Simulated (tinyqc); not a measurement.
Worked calculation: plane-wave Kohn-Sham cycle with exchange-only LDA in a layered model solid. One step of it, computed by the program tinyqc.

Task: Iteration 2: Hamiltonian at one k. H(m,m') = (k + G_m)^2/2 delta + V(G_m - G_m'), with V(-G) = V(G).

A solid whose potential varies along x alone (atomic units):
```
parameter                      value
period a                   15.400000
cross-section of the cell  35.000000
electrons per cell                 2
grid points                       16
plane waves -n..n, n               3
k points                           3
V1 in V1 cos(2 pi x/a)     -0.150000
```

V(G_m), m = 0, 1, 2, ... (hartree): -0.121312  0.082457  0.017740  0.001676  0.000470  -0.000112  0.000065

k = 0.000000 2 pi / a

Give: H.

Result:

H (hartree):
```
         -3       -2       -1       +0       +1       +2       +3
-3   0.6278   0.0825   0.0177   0.0017   0.0005  -0.0001   0.0001
-2   0.0825   0.2116   0.0825   0.0177   0.0017   0.0005  -0.0001
-1   0.0177   0.0825  -0.0381   0.0825   0.0177   0.0017   0.0005
+0   0.0017   0.0177   0.0825  -0.1213   0.0825   0.0177   0.0017
+1   0.0005   0.0017   0.0177   0.0825  -0.0381   0.0825   0.0177
+2  -0.0001   0.0005   0.0017   0.0177   0.0825   0.2116   0.0825
+3   0.0001  -0.0001   0.0005   0.0017   0.0177   0.0825   0.6278
```
